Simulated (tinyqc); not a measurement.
Jacobi rotations on a symmetric matrix, step by step. One step of it, computed by the program tinyqc.

Question. Jacobi rotation 1. Take the largest off-diagonal element A_pq; tan 2 theta = 2 A_pq / (A_qq - A_pp) with |theta| <= pi/4; A' = J^T A J with J_pp = J_qq = cos, J_pq = sin, J_qp = -sin.

A:
```
           1         2          3          4
1   0.577000  0.358000   0.327000  -0.124000
2   0.358000  1.941000   0.081000   0.220000
3   0.327000  0.081000   3.837000  -0.451000
4  -0.124000  0.220000  -0.451000   4.597000
```

Give: p, q, theta; A'.

Answer.

p, q, theta (rad): 3.0000  4.0000  -0.4353

A':
```
         1       2       3        4
1   0.5770  0.3580  0.2442  -0.2503
2   0.3580  1.9410  0.1662   0.1653
3   0.2442  0.1662  3.6273   0.0000
4  -0.2503  0.1653  0.0000   4.8067
```
